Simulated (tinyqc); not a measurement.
Shallow donor in an anisotropic valley (effective-mass theory): sweeps and comparisons. A value that a table varies takes the place of the one given here.

One valley: H = -c [(d2/dx2 + d2/dy2)/mt + (d2/dz2)/ml] - q/(eps r), c = hbar^2/2m0, q = e^2/(4 pi eps0). Trial function exp(-sqrt((x^2 + y^2)/a^2 + z^2/b^2)) with a > b: T = (c/3)(2/(mt a^2) + 1/(ml b^2)), V = -(q/eps) atan(u/b)/u, u = sqrt(a^2 - b^2). The central cell of the impurity is left out.

Constants: hbar^2/2m0 = 3.80998211 eV angstrom^2; e^2/(4 pi eps0) = 14.39964547 eV angstrom; Ry = 13.60569312 eV; a0 (Bohr radius) = 0.5291772105 angstrom.

Inputs chosen for the exercise (near those of Ge; shifted at random, so the results belong to these values and not to a real crystal): mt = 0.081 m0 (transverse mass); eps = 15.5 (dielectric constant); xs = (1.5, 2.5, 2.9, 4.5, 8.8, 17, 37, 220) (ratios ml/mt); ml = 1.58 m0 (longitudinal mass).

## Mass anisotropy

mt and eps fixed, ml varied. Energies in units of Ry*(mt) = Ry mt/eps^2 and lengths in a*(mt) = a0 eps/mt; the last two columns use one mass, 3/(1/ml + 2/mt) or (ml mt^2)^(1/3).

Results:
```
ml/mt,a/a*,b/a,binding,conductivity mass,density-of-states mass
1.50,0.920,0.866,1.139,1.125,1.145
2.50,0.835,0.723,1.322,1.250,1.357
2.90,0.813,0.686,1.377,1.279,1.426
4.50,0.756,0.588,1.540,1.350,1.651
8.80,0.685,0.466,1.791,1.419,2.065
17.0,0.631,0.371,2.032,1.457,2.571
37.0,0.582,0.284,2.300,1.480,3.332
220,0.509,0.155,2.812,1.497,6.037
```

What does this show?

The binding grows from 1.14 to 2.81 Ry*(mt); for ml going to infinity the exact problem becomes two-dimensional, with 4 Ry*. The conductivity mass saturates at 1.5 and underbinds, by 12 % at ml/mt = 4.5; the density-of-states mass errs by +7 % there and by +115 % in the last row. With these mt and eps one unit is 4.59 meV.

## What each parameter does

The minimum of the trial energy. Each row changes one parameter from the base and keeps the others.

Results:
```
case,E (meV),a (angstrom),b (angstrom),b/a
base,-9.55,62.91,22.27,0.354
ml = 1.975 m0,-9.90,61.40,20.13,0.328
mt = 0.089 m0,-10.32,57.86,21.16,0.366
eps = 14,-11.70,56.82,20.11,0.354
```

What does this show?

The largest shifts from the base row, up to three for each result and ties (the steps differ in size, so this ranks the rows, not the parameters). E (meV): eps -2.15, mt -0.77, ml -0.36. a (angstrom): eps -6.09, mt -5.04, ml -1.50. b (angstrom): eps -2.16, ml -2.13, mt -1.11. b/a: ml -0.026, mt +0.012; unchanged at the printed digits by eps. eps only rescales the solution (E as 1/eps^2, lengths as eps), so b/a depends on ml/mt alone.

(tinyqc, `OMP_NUM_THREADS=1 python tinyqc.py 1281292 1281293 out.jsonl`, Intel(R) Xeon(R) Processor @ 2.30GHz, 1 thread, shared host, about 0.01 s.)
